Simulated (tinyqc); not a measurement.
Inside a calculation. Method: Hubbard chain of 2 sites. One step of it, computed by the program tinyqc.

Problem. The many-body Hamiltonian. Basis: all placements (u, d, 2, 0 on each site), up operators ordered before down ones; hops carry the sign of the same-spin electrons passed.

one-body matrix (hopping and site energies) (eV):
```
           1          2
1   0.000000  -1.600000
2  -1.600000   0.000000
```

U = 2.600000 eV

electrons, up and down: 1  1

Give: H.

Solution.

H (eV):
```
         20       ud       du       02
20   2.6000  -1.6000  -1.6000   0.0000
ud  -1.6000   0.0000   0.0000  -1.6000
du  -1.6000   0.0000   0.0000  -1.6000
02   0.0000  -1.6000  -1.6000   2.6000
```
